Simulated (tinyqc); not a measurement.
## Diffusion length from constant photovoltage

Problem. In a thick sample with a thin depletion layer the excess density at its edge goes as flux/(1/alpha + L), so the flux needed for a fixed surface photovoltage is proportional to 1/alpha + L. Find L.

photon flux for the same photovoltage at absorption coefficients 120 and 1400 1/cm (relative units): 168.33333  92.142857

Answer. The line of flux against 1/alpha meets zero at -L.

slope against 1/alpha = 1.000 1/um
L = 85.00 um

Computed by the program tinyqc: `OMP_NUM_THREADS=1 python tinyqc.py 2430054 2430055 out.jsonl`, one thread of a shared Intel Xeon 2.30GHz, about 0.01 s for the whole run.
